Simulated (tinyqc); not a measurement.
From results back to parameters: carrier statistics of a doped semiconductor with parabolic bands. Three cases, with inputs chosen for the exercise.

Problem. ni^2 = C^2 (T/300 K)^3 exp(-Eg(T)/kB T) with Eg(T) = Eg0 - al T^2/(T + be). Two intrinsic densities were computed from hidden Eg0 and C = sqrt(Nc Nv) at 300 K.

Constants: kB = 8.617333262e-05 eV/K.

Case 1.

Values chosen (near those of GaSb; the results hold for these values, not for the real material): al = 0.000408 eV/K (Varshni alpha); be = 141 K (Varshni beta); T1 = 290 K; T2 = 500 K.

ni(T1) = 5.00170e+11 1/cm^3
ni(T2) = 1.30361e+15 1/cm^3

Case 2.

Values chosen (near those of Si; the results hold for these values, not for the real material): al = 0.000483 eV/K (Varshni alpha); be = 649 K (Varshni beta); T1 = 250 K; T2 = 510 K.

ni(T1) = 4.71899e+07 1/cm^3
ni(T2) = 2.25268e+14 1/cm^3

Case 3.

Values chosen (near those of GaN; the results hold for these values, not for the real material): al = 0.000917 eV/K (Varshni alpha); be = 829 K (Varshni beta); T1 = 300 K; T2 = 420 K.

ni(T1) = 1.34992e-10 1/cm^3
ni(T2) = 0.0868052 1/cm^3

Find: Eg0; C.

Solution. y(T) = 2 ln ni - 3 ln(T/300) - al T/((T + be) kB) equals 2 ln C - Eg0/(kB T), a straight line in 1/T; two points give slope and intercept.

Case 1.

Eg0 = 0.809 eV
C = 1.14e+18 1/cm^3

Case 2.

Eg0 = 1.171 eV
C = 1.81e+19 1/cm^3

Case 3.

Eg0 = 3.511 eV
C = 1.02e+19 1/cm^3

Computed by tinyqc, one run a case: `OMP_NUM_THREADS=1 python tinyqc.py N N+1 out.jsonl` with N = 1650073, 1650082, 1650087; one thread of a shared Intel(R) Xeon(R) Processor @ 2.30GHz, about 0.01 s a run at most.
